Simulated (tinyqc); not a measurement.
## Ionisation ratio from the excess noise

Problem. In the local model of an avalanche photodiode F = k M + (1 - k)(2 - 1/M), k the ratio of the ionisation coefficient of the other carrier to that of the injected one. Find k and F at twice the gain.

M = 5
excess noise factor F = 3.528

Answer. F is linear in k: k = (F - 2 + 1/M)/(M - 2 + 1/M).

k = 0.5400
F at 2 M = 6.274

tinyqc, about 0.1 s, one thread, Intel Xeon 2.30GHz (shared host): `OMP_NUM_THREADS=1 python tinyqc.py 2120102 2120103 out.jsonl`
